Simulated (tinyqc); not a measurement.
## Slope factor and drain-induced lowering from three currents

Problem. With source and body at 0 V, I = A exp((Vg + dd Vd)/(nf Vt)) (1 - exp(-Vd/Vt)). Find nf, the swing nf Vt ln 10 and dd.

Inputs (values chosen for the exercise):
- T = 378 K (temperature)

Constants: q = 1.602176634e-19 C, kB = 1.380649e-23 J/K, Vt = kB T/q. Results are converted to the units shown.

currents at (Vg, Vd) = (0, 0.05), (0, 1.1) and (0.05, 1.1) V (nA/um): [0.29404327, 5.8551897, 19.244831]

Solution. The pair at equal Vd gives nf; the pair at equal Vg, after dividing out the factors 1 - exp(-Vd/Vt), gives dd.

nf = 1.290
swing = 96.75 mV/decade
dd = 0.1100

Program tinyqc, `OMP_NUM_THREADS=1 python tinyqc.py 2242118 2242119 out.jsonl`; Intel Xeon 2.30GHz, shared host, one thread, about 0.04 s.
